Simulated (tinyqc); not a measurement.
Isochronal anneals: hydrogen passivation of interface dangling bonds: competing passivation and dissociation with distributed barriers. Computed by tinyqc, a small Python program. Command: `OMP_NUM_THREADS=1 python tinyqc.py 3015530 3015531 out.jsonl passiv walk`. One thread of a shared host (Intel(R) Xeon(R) Processor @ 2.30GHz), about 0.02 s of CPU time with the checks.

P_b + H2 gives P_bH + H at the rate k_f [H2]; P_bH gives P_b + H at the rate k_d. All defects start unpassivated. E_f and E_d are Gaussian and independent.

Inputs (values chosen for the exercise, close to those used for P_b centres at the silicon-oxide interface): passivation prefactor k_f0 = 2.1e-07 cm^3/s; mean passivation barrier E_f = 1.46 eV; spread sigma_f = 0.041 eV; dissociation prefactor k_d0 = 2e+12 1/s; mean dissociation barrier E_d = 2.65 eV; spread sigma_d = 0.042 eV; H2 in the oxide per atm, solubility factor = 3.5e+17 1/(cm^3 atm); hydrogen pressure p = 0.03 atm; anneal time t = 290 s.

Constants: k_B = 8.617333262e-05 eV/K.

Method:
- [H2] = solubility factor x p; a = k_f0 [H2] exp(-E_f/(k_B T)), d = k_d0 exp(-E_d/(k_B T)). For one pair of barriers the active share is y = [d + a exp(-(a + d) t)]/(a + d).
- Temperatures in kelvin are T(C) + 273.15.
- Average y over both Gaussians with 40 x 40 Gauss-Hermite points.
- Minimise the averaged y over T between 150 and 900 C: find where ln y is equal at T - 0.05 and T + 0.05 C; T is rounded to 0.1 C.

best temperature = 464.3 C

Active share after the time t:
```
T (C)     a (1/s)     d (1/s)  single barriers  distributed
200    6.1966e-07  1.1870e-16       9.9982e-01   9.9970e-01
250    1.8987e-05  5.9182e-14       9.9451e-01   9.9175e-01
300    3.2022e-04  9.9829e-12       9.1132e-01   8.8364e-01
350    3.4319e-03  7.3949e-10       3.6963e-01   3.7641e-01
400    2.5858e-02  2.8897e-08       5.5483e-04   1.6815e-02
450    1.4736e-01  6.8021e-07       4.6160e-06   2.5840e-05
500    6.7050e-01  1.0642e-05       1.5871e-05   2.3395e-05
600    8.2482e+00  1.0124e-03       1.2273e-04   1.6634e-04
700    6.0578e+01  3.7769e-02       6.2308e-04   7.9547e-04
800    3.0682e+02  7.1775e-01       2.3338e-03   2.8491e-03
```

What does the comparison show, and why?

The distributed share is least at 500 C among these rows, 2.3e-5, and the search puts the optimum at 464.3 C. On the cold side defects with high E_f survive; on the hot side dissociation, with the larger barrier, gains on passivation with an energy E_d - E_f = 1.19 eV. In that row single barriers give 1.6e-5, so the spread raises the floor. Caution: atomic hydrogen, which both passivates and depassivates, and further passivation during cooling are left out. Caution: shares below about 1e-3 in these rows are formal; measured passivation levels off well above them.

Extremes, crossings and ranges named in words are read from the listed rows.
